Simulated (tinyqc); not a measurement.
From results back to parameters: BHZ model on a square lattice (one spin block). Three cases, with inputs chosen for the exercise.

Problem. Near Gamma E = -D k^2 -/+ sqrt(A^2 k^2 + (M - B k^2)^2), so the curvature of the upper band, E = |M| + c+ k^2, is c+ = -D + A^2/(2|M|) - B sign(M), and of the lower one c- = -D - A^2/(2|M|) + B sign(M). M and A are given; c+ and c- come from hidden B and D.

Case 1.

Values chosen (out of a larger set: of the size used for thin Bi2Se3 films; not measured data): A = 2.31 eV angstrom; M = -0.1053 eV (mass term).

c+, c- (eV angstrom^2): 13.938  -3.738

Case 2.

Values chosen (out of a larger set: of the size used for InAs / GaSb double wells; not measured data): A = 0.74 eV angstrom; M = 0.013 eV (mass term).

c+, c- (eV angstrom^2): 121.162  -78.162

Case 3.

Values chosen (out of a larger set: of the size used for HgTe wells; not measured data): A = 3.35 eV angstrom; M = -0.0179 eV (mass term).

c+, c- (eV angstrom^2): 303.378  -198.978

Find: D, B; order of the bands.

Solution. The mean of the curvatures is -D; half their difference is A^2/(2|M|) - B sign(M). The bands are inverted where M/B > 0.

Case 1.

D, B (eV angstrom^2): -5.1  -16.5

order of the bands: inverted

Case 2.

D, B (eV angstrom^2): -21.5  -78.6

order of the bands: normal

Case 3.

D, B (eV angstrom^2): -52.2  -62.3

order of the bands: inverted

Computed by tinyqc, one run a case: `OMP_NUM_THREADS=1 python tinyqc.py N N+1 out.jsonl` with N = 1480494, 1480567, 1480602; one thread of a shared Intel(R) Xeon(R) Processor @ 2.30GHz, about 0.1 s a run at most.
